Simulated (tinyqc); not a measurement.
Pressure series at fixed power: global model of a low-pressure process discharge: electron temperature, density, ion flux and ion energy. Computed by tinyqc, a small Python program. Command: `OMP_NUM_THREADS=1 python tinyqc.py 3111836 3111837 out.jsonl plasma walk`. One thread of a shared host (Intel(R) Xeon(R) Processor @ 2.30GHz), about 0.01 s of CPU time with the checks.

Maxwellian electrons with temperature T_e in eV, one positive ion, no negative ions, uniform bulk density n; rate constants have the Arrhenius form.

Inputs (values chosen for the exercise, of the order of those of an inductive discharge in a simple atomic gas):
```
quantity,value,unit
ion mass M,40,u
ionisation prefactor K0,3.6e-14,m^3/s
ionisation energy E_iz,12.9,eV
excitation prefactor X0,1.6e-14,m^3/s
excitation energy E_ex,9.55,eV
elastic rate constant K_el,9.5e-14,m^3/s
ion-neutral cross section,9.7e-19,m^2
gas temperature T_g,400,K
radius R,15,cm
height L,17,cm
absorbed power P,370,W
```

Constants: k_B = 1.380649e-23 J/K; e = 1.602176634e-19 C; u = 1.6605390666e-27 kg; m_0 = 9.1093837015e-31 kg.

Method:
- n_g = p/(k_B T_g), lambda_i = 1/(n_g sigma), K_iz = K0 exp(-E_iz/T_e), h_L = 0.86/sqrt(3 + L/(2 lambda_i)), h_R = 0.8/sqrt(4 + R/lambda_i), A_eff = 2 pi R^2 h_L + 2 pi R L h_R and d_eff = pi R^2 L/A_eff follow p.
- Particle balance: K0 exp(-E_iz/T_e) n_g d_eff = u_B, u_B = sqrt(e T_e/M).
- E_c = E_iz + (X0 exp(-E_ex/T_e) E_ex + K_el (3 m_0/M) T_e)/K_iz; E_T = E_c + (5/2) T_e + (T_e/2) ln(M/(2 pi m_0)); n = P/(e u_B A_eff E_T); J = e h_L n u_B. Pressures without a root below 2 E_iz are left out.

Against pressure:
```
p (Pa),T_e (eV),E_c (eV),E_T (eV),n (1/cm^3),J (mA/cm^2)
0.1,4.0999,22.52,51.95,1.3195e+11,2.6973
0.2,3.1235,25.33,47.75,1.9194e+11,2.9671
0.5,2.3539,30.58,47.48,2.9795e+11,3.0240
1.0,1.9731,36.23,50.40,4.0408e+11,2.8686
2.0,1.6942,43.93,56.10,5.3264e+11,2.5882
5.0,1.4254,58.73,68.96,7.2820e+11,2.1114
10.0,1.2725,75.43,84.57,8.8112e+11,1.7236
20.0,1.1493,100.53,108.78,1.0149e+12,1.3407
```

T_e falls from 4.10 to 1.15 eV, n changes by a factor 7.7 and J by 0.50; in J = P h_L/(A_eff E_T), E_T changes by a factor 2.09 and is least at 0.5 Pa, between wall losses at high T_e and excitation losses at low T_e.

Extremes, crossings and ranges named in words are read from the listed rows.
